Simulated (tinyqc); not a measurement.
# Fully depleted semiconductor-on-insulator film with two gates, non-linear Poisson equation by Newton steps: effects of single changes

One dimension across the film, front interface at x = 0, back interface at x = ts. psi is counted from the intrinsic level, n = ni exp(psi/Vt) (source grounded), holes neglected, acceptors ionised. Gates act through Cox = eps0 eox/tox and Cbox = 3.9 eps0/tb with potentials G1 = Vg - (phiM - chi - Vt ln(Nc/ni)) and G2 = Vb - (phiB - chi - Vt ln(Nc/ni)). Classical Boltzmann densities, no interface charge, no depletion in the back plane.

Values chosen for this exercise; band and dielectric values those of a made-up semiconductor:
- T = 300 K (temperature)
- Eg = 1.4 eV (band gap)
- eps_r = 11.1 (relative permittivity)
- Nc = 2.96e19 cm^-3 (conduction-band density of states at T)
- Nv = 2.59e19 cm^-3 (valence-band density of states at T)
- chi = 3.76 eV (electron affinity)
- eox = 3.9 (relative permittivity of the gate insulator (close to silicon dioxide))
- tox = 2.1 nm (insulator thickness)
- ts = 13 nm (film thickness)
- tb = 56 nm (buried-oxide thickness (eps_r 3.9))
- Na = 1e15 cm^-3 (acceptor density of the film)
- phiM = 4.22 eV (work function of the front gate)
- phiB = 4.81 eV (work function of the back plane)
- Vb = 0 V (back-gate voltage)

Constants: q = 1.602176634e-19 C, kB = 1.380649e-23 J/K, Vt = kB T/q, eps0 = 8.8541878128e-14 F/cm where lengths are in cm. Results are converted to the units shown.

Each table varies one quantity; the others keep the values above.

## Charge against front-gate voltage

ni = sqrt(Nc Nv) exp(-Eg/(2 Vt)), Eg in volts. The Poisson equation eps0 eps_r d2psi/dx2 = q (n + Na), with -eps0 eps_r dpsi/dx = Cox (G1 - psi) at x = 0 and eps0 eps_r dpsi/dx = Cbox (G2 - psi) at x = ts, is solved on 300 equal intervals with half boxes at both ends; N_inv is the trapezoid sum of n. Swing = ln 10/(d ln N_inv/dVg); the last column is (dN_inv/dVb)/(dN_inv/dVg).

Results:
columns A: Vg (V); B: psi front (V); C: psi back (V); D: N_inv (cm^-2); E: centroid/ts; F: swing (mV/decade); G: q dN_inv/dVg over Cox; H: back/front leverage
```
A          B      C        D       E       F        G       H
-0.02  0.203  0.161   7.84e4   0.371    63.4  2.78e-7  0.0645
0.13   0.347  0.295   1.84e7   0.341    63.2  6.52e-5  0.0620
0.28   0.492  0.428   4.27e9   0.313    64.4   0.0149  0.0596
0.58   0.667  0.546  1.24e12   0.181     377    0.740  0.0450
0.73   0.697  0.552  2.47e12   0.137     661    0.839  0.0416
0.88   0.717  0.554  3.80e12   0.111     963    0.886  0.0399
1.03   0.732  0.555  5.19e12  0.0937  1.28e3    0.912  0.0390
1.18   0.744  0.556  6.61e12  0.0814  1.60e3    0.929  0.0384
```

Estimate the missing row, Vg = 0.43 V.

Computed row:
columns A: Vg (V); B: psi front (V); C: psi back (V); D: N_inv (cm^-2); E: centroid/ts; F: swing (mV/decade); G: q dN_inv/dVg over Cox; H: back/front leverage
```
A         B      C        D      E    F      G       H
0.43  0.611  0.524  2.85e11  0.255  142  0.449  0.0528
```

With this row back in the table: N_inv passes 1e11 cm^-2 at Vg = 0.379 V. The swing starts at 63.4 mV a decade, against (1 + k) Vt ln 10 = 61.6 for a front channel with k = Cs Cbox/(Cox (Cs + Cbox)) = 0.0347, Cs = eps0 eps_r/ts; above threshold this column is no longer a subthreshold swing. The centroid falls from 0.371 to 0.0814 of ts and the leverage of the back gate falls from 0.0645 to 0.0384. For Vg = 0.73, 0.88, 1.03, 1.18 the density at an interface exceeds 0.3 Nc, where Boltzmann statistics fail. For Vg = 0.58, 0.73, 0.88, 1.03, 1.18 the classical centroid lies within 3 nm of an interface, where confinement, left out, would push it away.

## Threshold and coupling against the film thickness

VT is the Vg for N_inv = 1e11 cm^-2; -dVT/dVb from the linearised equation. Limits with Cs = eps0 eps_r/ts: front channel Cs Cbox/(Cox (Cs + Cbox)), back channel Cbox (Cox + Cs)/(Cox Cs). Swing at N_inv = 1e8 cm^-2.

Threshold and coupling against the film thickness:
```
ts (nm)  VT (V)  centroid/ts at VT  -dVT/dVb  front-channel limit  back-channel limit  swing (mV/decade)
4         0.393              0.418    0.0471               0.0366              0.0626               62.4
5.6       0.388              0.389    0.0498               0.0362              0.0726               62.6
7.7       0.384              0.355    0.0524               0.0358              0.0858               62.8
11        0.380              0.307    0.0552               0.0351               0.107               63.1
15        0.377              0.261    0.0569               0.0343               0.132               63.3
21        0.375              0.210    0.0576               0.0331               0.169               63.5
29        0.373              0.165    0.0571               0.0317               0.219               63.5
40        0.370              0.128    0.0555               0.0300               0.288               63.5
```

Read the table: what changes, and by how much?

As ts goes from 4 to 40, VT falls from 0.393 to 0.370 V, the centroid falls from 0.418 to 0.128 of ts and -dVT/dVb goes from 0.0471 through a maximum of 0.0576 (at ts = 21 among the rows listed) to 0.0555. The coupling covers 40.5 % of the way from the front-channel to the back-channel limit in the first row and 9.86 % in the last. For ts = 4, 5.6, 7.7 the film is thin enough for confinement to raise VT, which is left out.

Program tinyqc, `OMP_NUM_THREADS=1 python tinyqc.py 2190105 2190106 out.jsonl`; Intel Xeon 2.30GHz, shared host, one thread, about 0.5 s.
